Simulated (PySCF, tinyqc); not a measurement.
Ways to converge the cycle: SCF convergence aids in the sto-6g basis, for H6, spin multiplicity 1. Computed by the program tinyqc with PySCF. 

Geometry (angstrom):
```
atom,x,y,z
H,0.0000,0.0000,0.0000
H,0.0000,0.0000,1.1790
H,0.0000,0.0000,2.1890
H,0.0000,0.0000,3.3670
H,0.0000,0.0000,4.3770
H,0.0000,0.0000,5.5560
```

lowest restricted solution found by these runs and by PySCF = -3.033824 hartree

RHF with one setting changed at a time; a run stops when the energy changes by less than 1e-09 hartree and the error matrix is below 1e-5. The start is random orbitals. Damping d keeps d of the old density; a shift (hartree) raises the virtual levels; DIIS n extrapolates F over n matrices.

Largest element of the error matrix X^T (FDS - SDF) X:
```
iteration,plain,damping 0.3,damping 0.6,shift 0.4,DIIS 3,DIIS 8
1,5.0e-01,5.0e-01,5.0e-01,5.0e-01,5.0e-01,5.0e-01
2,1.6e-01,2.5e-01,3.7e-01,3.2e-01,1.6e-01,1.6e-01
3,2.8e-02,9.8e-02,2.6e-01,1.8e-01,4.0e-02,4.0e-02
4,7.3e-03,3.8e-02,1.7e-01,1.4e-01,7.7e-03,7.7e-03
5,2.3e-03,1.6e-02,1.1e-01,7.5e-02,2.1e-03,1.8e-03
6,8.7e-04,7.2e-03,7.4e-02,3.4e-02,4.1e-04,4.4e-04
8,1.3e-04,1.5e-03,3.1e-02,6.9e-03,3.1e-05,1.4e-05
10,2.0e-05,3.9e-04,1.3e-02,2.0e-03,1.7e-06,-
14,-,3.9e-05,2.6e-03,2.0e-04,-,-
20,-,1.4e-06,2.8e-04,7.9e-06,-,-
30,-,-,1.3e-05,-,-,-
```

How each run ends:
```
run,iterations,E (hartree),state
plain,12,-3.033824,lowest found
damping 0.3,20,-3.033824,lowest found
damping 0.6,43,-3.033824,lowest found
shift 0.4,20,-3.033824,lowest found
DIIS 3,10,-3.033824,lowest found
DIIS 8,9,-3.033824,lowest found
```

6 of 6 runs reach the lowest restricted solution found, in 9 to 43 iterations (fastest: DIIS 8). Plain steps already contract here, so damping only slows them. DIIS 3 and DIIS 8 gain by cancelling the error over several earlier matrices, much as a quasi-Newton step does. The restricted reference is unstable here: a spin-polarised solution lies 0.0612 hartree lower (PySCF), so results built on it describe a poor reference.
